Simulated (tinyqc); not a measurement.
## Width from the threshold shift

Problem. Undoped body with a flat potential across it, hard walls, transport along x. Three valley pairs (g = 2 each) with the longitudinal mass along x, y or z. Non-parabolicity enters the subband edges through E (1 + al E) = gamma, so E = 2 gamma/(1 + sqrt(1 + 4 al gamma)); motion within a subband is taken as parabolic with the band-edge mass. Energies are counted from the bulk band edge. gamma = C pi^2 [a^2/(my (t + dl)^2) + b^2/(mz (H + dl)^2)], C = hbar^2/(2 m0). Each subband has N_k = g sqrt(2 mx m0 kB T/(pi hbar^2)); without degeneracy n = exp(EF/Vt) sum N_k exp(-E_k/Vt). Classical value Nc times t H, Nc = sum over valleys of 2 g (m m0 kB T/(2 pi hbar^2))^1.5 with m = (mx my mz)^(1/3). Threshold shift dVT = Vt ln(classical value/sum N_k exp(-E_k/Vt)). Find t and the lowest subband edge.

Parameters, values chosen for the exercise; masses close to those of silicon:
- T = 300 K (temperature)
- ml = 0.916 m0 (longitudinal mass)
- mt = 0.193 m0 (transverse mass)
- al = 0.5 1/eV (non-parabolicity)
- dl = 0 nm (widening of the box by penetration into the insulator)
- H = 10 nm (height (along z))

Constants: q = 1.602176634e-19 C, kB = 1.380649e-23 J/K, hbar = 1.054571817e-34 J s, m0 = 9.1093837015e-31 kg, Vt = kB T/q, hbar^2/(2 m0) = 0.0380998212 eV nm^2. Results are converted to the units shown.

dVT = 92.210763 mV

Answer. dVT is evaluated for trial values of t with all subbands; between 1.5 and 25 nm one value matches.

t = 2.500 nm
E_1 = 81.82 meV

Computed by the program tinyqc: `OMP_NUM_THREADS=1 python tinyqc.py 2350097 2350098 out.jsonl`, one thread of a shared Intel Xeon 2.30GHz, about 0.2 s for the whole run.
